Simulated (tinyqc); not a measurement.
Inside a calculation. Method: CIS on RHF in the sto-3g basis, for H3+, spin multiplicity 1. One step of it, computed by the program tinyqc.

Question. CIS matrix, triplets. A(ia,jb) = (e_a - e_i) d_ij d_ab - (ij|ab).

orbital energies (hartree): [-0.964889, -0.333265, 0.262572]

Two-electron integrals over orbitals (pq|rs), unique and non-zero (hartree):
```
(11|11) 0.568532    (21|21) 0.146272    (22|11) 0.482383    (22|22) 0.533251
(31|11) 0.096269    (31|22) -0.037786   (31|31) 0.135594    (32|21) -0.140964
(32|32) 0.159102    (33|11) 0.573396    (33|22) 0.512535    (33|31) 0.082740
(33|33) 0.612610
```

Give: CIS matrix A, triplet.

Answer.

CIS matrix A, triplet (hartree), order 1>2, 1>3:
```
[[0.149, 0.000],
 [0.000, 0.654]]
```
